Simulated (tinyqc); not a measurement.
Worked calculation: cluster expansion of a binary alloy: correlations, fit, cross-validation and ground states. Computed by tinyqc, a small Python program that keeps every step. Command: `OMP_NUM_THREADS=1 python tinyqc.py 3006516 3006517 out.jsonl clex walk`. One thread of a shared host (Intel(R) Xeon(R) Processor @ 2.30GHz), about 0.06 s of CPU time with the checks. Intermediate numbers are printed to about 7 digits and carried at full precision; extremes and crossings named in words are read from the listed rows.

s = +1 for A and -1 for B. Energy per site E = J0 + J1 P(point) + sum over clusters of m V P, with P the mean product of spins; V > 0 on a pair favours unlike neighbours. Clusters per site m: pair 1 2, pair 2 2, pair 3 2, triplet 4; the triplet is two first-neighbour bonds at a right angle. Formation energies are counted from the line between pure A and pure B, which removes J0 and J1.

Inputs (values chosen for the exercise, for a model alloy):
```
quantity                     value      unit
first-pair interaction V1     6.54       meV
second-pair interaction V2    -3.5       meV
third-pair interaction V3   -0.096       meV
triplet interaction Vt        -1.2       meV
noise amplitude               0.77  meV/site
temperature T                  380         K
fraction x of B               0.26         -
```

Lattice: square.

Constants: k_B = 8.617333262e-05 eV/K.

## Design matrix

correlations P, counted on periodic cells:
```
                       point     pair 1     pair 2     pair 3    triplet
A                   1.000000   1.000000   1.000000   1.000000   1.000000
A3B p(2x2)          0.500000   0.000000   0.000000   1.000000  -0.500000
A3B c(4x2)          0.500000   0.000000   0.000000   0.500000  -0.500000
A2B diagonal rows   0.333333  -0.333333   0.333333  -0.333333  -0.333333
A2B rows            0.333333   0.333333  -0.333333   0.333333   0.333333
AB c(2x2)           0.000000  -1.000000   1.000000   1.000000   0.000000
AB p(2x1)           0.000000   0.000000  -1.000000   1.000000   0.000000
A2B2 rows           0.000000   0.500000   0.000000   0.000000   0.000000
AB2 diagonal rows  -0.333333  -0.333333   0.333333  -0.333333   0.333333
AB2 rows           -0.333333   0.333333  -0.333333   0.333333  -0.333333
AB3 p(2x2)         -0.500000   0.000000   0.000000   1.000000   0.500000
AB3 c(4x2)         -0.500000   0.000000   0.000000   0.500000   0.500000
B                  -1.000000   1.000000   1.000000   1.000000  -1.000000
```

Design matrix of formation energies: m (P - 1) for pairs and m (P(triplet) - P(point)) for the triplet; x = (1 - P(point))/2.

X:
```
                      pair 1     pair 2     pair 3    triplet
A                   0.000000   0.000000   0.000000   0.000000
A3B p(2x2)         -2.000000  -2.000000   0.000000  -4.000000
A3B c(4x2)         -2.000000  -2.000000  -1.000000  -4.000000
A2B diagonal rows  -2.666667  -1.333333  -2.666667  -2.666667
A2B rows           -1.333333  -2.666667  -1.333333   0.000000
AB c(2x2)          -4.000000   0.000000   0.000000   0.000000
AB p(2x1)          -2.000000  -4.000000   0.000000   0.000000
A2B2 rows          -1.000000  -2.000000  -2.000000   0.000000
AB2 diagonal rows  -2.666667  -1.333333  -2.666667   2.666667
AB2 rows           -1.333333  -2.666667  -1.333333   0.000000
AB3 p(2x2)         -2.000000  -2.000000   0.000000   4.000000
AB3 c(4x2)         -2.000000  -2.000000  -1.000000   4.000000
B                   0.000000   0.000000   0.000000   0.000000
```

## Formation energies

standard normal numbers for the noise (0 for the pure ends): A 0.000, A3B p(2x2) -0.657, A3B c(4x2) -0.075, A2B diagonal rows -1.001, A2B rows 0.517, AB c(2x2) 0.750, AB p(2x1) 1.349, A2B2 rows -0.283, AB2 diagonal rows 0.582, AB2 rows 1.468, AB3 p(2x2) 0.993, AB3 c(4x2) -0.671, B 0.000

Exact: X V with V = (V1, V2, V3, Vt). The data to fit add the noise amplitude times the normal numbers, standing for what the clusters leave out.

exact energies (meV/site): A 0.00000, A3B p(2x2) -1.28000, A3B c(4x2) -1.18400, A2B diagonal rows -9.31733, A2B rows 0.74133, AB c(2x2) -26.16000, AB p(2x1) 0.92000, A2B2 rows 0.65200, AB2 diagonal rows -15.71733, AB2 rows 0.74133, AB3 p(2x2) -10.88000, AB3 c(4x2) -10.78400, B 0.00000

data (meV/site): A 0.00000, A3B p(2x2) -1.78589, A3B c(4x2) -1.24175, A2B diagonal rows -10.08810, A2B rows 1.13942, AB c(2x2) -25.58250, AB p(2x1) 1.95873, A2B2 rows 0.43409, AB2 diagonal rows -15.26919, AB2 rows 1.87169, AB3 p(2x2) -10.11539, AB3 c(4x2) -11.30067, B 0.00000

## Normal equations for V1, V2, Vt

Leave out pair 3: A = X^T X and b = X^T E (E being the data with noise) over these three columns; solve A V = b. The root-mean-square error runs over the structures between the pure ends.

matrix A:
```
          V1        V2        Vt
V1  54.77778  40.22222   0.00000
V2  40.22222  53.77778   0.00000
Vt   0.00000   0.00000  78.22222
```

b (meV): 210.4705  65.9644  -87.3699

fitted V1, V2, Vt (meV): 6.525151  -3.653771  -1.116945

root-mean-square error of the three-cluster fit = 0.5262393 meV/site

The fit misses V1 by -0.01, V2 by -0.15 and Vt by +0.08 meV; the omitted V3 = -0.096 meV and the noise shift the fitted values.

## Which clusters to keep

For each set, H = X (X^T X)^-1 X^T over the structures between the ends; residual e = E - H E; leave-one-out error e_i/(1 - H_ii); both as root mean squares.

Fits:
```
clusters     fit error (meV/site)  leave-one-out error (meV/site)  largest H_ii
V1                       6.210579                        7.222151     0.2920892
V1 V2                    3.024650                        3.366227     0.6479250
V1 V3                    6.068288                        8.248019     0.5161290
V1 V2 Vt                 0.526239                        0.803939     0.6479250
V1 Vt                    5.449744                        6.538189     0.2920892
V1 V2 V3                 3.022558                        3.657957     0.7552657
V1 V3 Vt                 5.287016                        7.738876     0.5161290
V1 V2 V3 Vt              0.514075                        0.869571     0.7552657
```

leave-one-out error without pair 3 = 0.8039389 meV/site

leave-one-out error with all four = 0.8695713 meV/site

The fit error can only fall as clusters are added, to 0.51 meV with all four. The leave-one-out error is least for V1 V2 Vt (0.80 meV), and all four give 0.87: the extra terms fit noise more than signal.

## Ground states by the convex hull

Height above the hull = E less the lowest straight line between two structures that bracket x (or the lowest structure at the same x). The three-term fit is X V with the fitted values.

Hull among these structures (meV/site):
```
structure                 x    exact E  above hull   fitted E  above hull, fit
A                  0.000000    0.00000     0.00000    0.00000          0.00000
A3B p(2x2)         0.250000   -1.28000    11.80000   -1.27498         11.77532
A3B c(4x2)         0.250000   -1.18400    11.89600   -1.27498         11.77532
A2B diagonal rows  0.333333   -9.31733     8.12267   -9.55019          7.85022
A2B rows           0.333333    0.74133    18.18133    1.04319         18.44359
AB c(2x2)          0.500000  -26.16000     0.00000  -26.10061          0.00000
AB p(2x1)          0.500000    0.92000    27.08000    1.56478         27.66539
A2B2 rows          0.500000    0.65200    26.81200    0.78239         26.88300
AB2 diagonal rows  0.666667  -15.71733     1.72267  -15.50723          1.89318
AB2 rows           0.666667    0.74133    18.18133    1.04319         18.44359
AB3 p(2x2)         0.750000  -10.88000     2.20000  -10.21054          2.83976
AB3 c(4x2)         0.750000  -10.78400     2.29600  -10.21054          2.83976
B                  1.000000    0.00000     0.00000    0.00000          0.00000
```

lowest exact formation energy = -26.16 meV/site

On the exact hull: A, AB c(2x2), B. The fit finds the same set. A structure at zero height may lie on a tie line without being a vertex, and structures outside this list could lie lower.

## The random alloy and its short-range order

Random alloy: P(pair) = p^2, P(triplet) = p^3, p = 1 - 2x, so H_mix = (p^2 - 1) sum m V(pairs) + (p^3 - p) m Vt; G_mix = H_mix + k_B T [x ln x + (1 - x) ln(1 - x)]. To first order in 1/T the Warren-Cowley parameter of shell 1 is alpha_1 = -(1 - p^2) V_eff/(k_B T), V_eff = V1 + (number of triplets on a first-neighbour bond) p Vt, that number being 4.

mixing enthalpy H_mix = -2.758246 meV/site

mixing free energy G_mix = -21.52349 meV/site

alpha_1 = -0.09955533

alpha_1 < 0: unlike neighbours are preferred.

Checks made by the program: leave-one-out formula against refits (relative difference below 1e-10).
